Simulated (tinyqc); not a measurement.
Schottky diode by thermionic emission with image-force lowering and series resistance: two steps of the calculation.

Metal on an n-type semiconductor with one parabolic valley; V > 0 is forward bias (metal positive). I = I0 [exp(Vj/(n Vt)) - 1] with Vj = V - I Rs; I0 = S A* T^2 exp(-(phi - dphi)/Vt), the lowering dphi taken at zero bias.

Values chosen for this exercise; band and dielectric values close to those of gallium nitride:

| symbol | value | unit | meaning |
|---|---|---|---|
| T | 200 | K | temperature |
| n | 1.2 |  | ideality factor |
| Rs | 2.3 | ohm | series resistance |
| V | 2.02 | V | applied bias |

Constants: q = 1.602176634e-19 C, kB = 1.380649e-23 J/K, Vt = kB T/q. Results are converted to the units shown.

Question 1. Junction voltage. Newton step for g(Vj) = Vj + Rs I0 [exp(Vj/(n Vt)) - 1] - V = 0: Vj(new) = Vj - g/g', g' = 1 + Rs I0 exp(Vj/(n Vt))/(n Vt).

I0 = 7.0428066e-30 A
Vj after iteration 1 = 2.02 V

Give: Vj after iteration 2.

Answer 1.

Vj after iteration 2 = 1.999 V

Question 2. Current and small-signal resistance. I = I0 [exp(Vj/(n Vt)) - 1], dV/dI = Rs + n Vt/(I + I0).

I0 = 7.0428066e-30 A
converged Vj = 1.3623699 V

Find: I; drop over Rs; dV/dI.

Answer 2.

I = 285.9 mA
drop over Rs = 0.6576 V
dV/dI = 2.372 ohm

Numbers from tinyqc (`OMP_NUM_THREADS=1 python tinyqc.py 2640061 2640062 out.jsonl`; about 0.01 s on one thread of a shared Intel Xeon 2.30GHz).
